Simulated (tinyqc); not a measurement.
Lossy on-chip transmission line with skin effect: one step of the calculation.

A uniform line in a homogeneous dielectric: c = sqrt(er)/(c0 Z0), l = Z0 sqrt(er)/c0 (c0 = 299792458 m/s), g = w c td, w = 2 pi f. The resistance joins its limits as r = sqrt(r_dc^2 + r_hf^2), with r_dc = rho/(wd th), r_hf = kr rho/(2 delta (wd + th)), delta = sqrt(rho/(pi f mu0)), mu0 = 4 pi 1e-7 H/m; this is an interpolation, and internal inductance, up to 0.05 nH/mm at low frequency, is neglected.

Problem. Line constants. delta, r_dc, r_hf, r, l, c and g as defined.

Parameters, values chosen for the exercise: width of the strip wd = 4.5 um; thickness of the strip th = 2.9 um; resistivity rho = 2.9 uohm cm; relative permittivity er = 2.7; loss tangent td = 0.005; lossless impedance sqrt(l/c) Z0 = 50 ohm; factor for crowding and the return path kr = 1.5; frequency f = 0.79 GHz.

Give: delta; r_dc; r_hf; r; l; c; g.

Solution.

delta = 3.0493 um
r_dc = 2.2222 ohm/mm
r_hf = 0.96388 ohm/mm
r = 2.4223 ohm/mm
l = 0.27405 nH/mm
c = 109.62 pF/m
g = 0.0027206 S/m

r is 1.09 times r_dc; the skin depth is 1.05 of the thickness.

Program tinyqc, `OMP_NUM_THREADS=1 python tinyqc.py 2810117 2810118 out.jsonl`; Intel Xeon 2.30GHz, shared host, one thread, about 0.01 s.
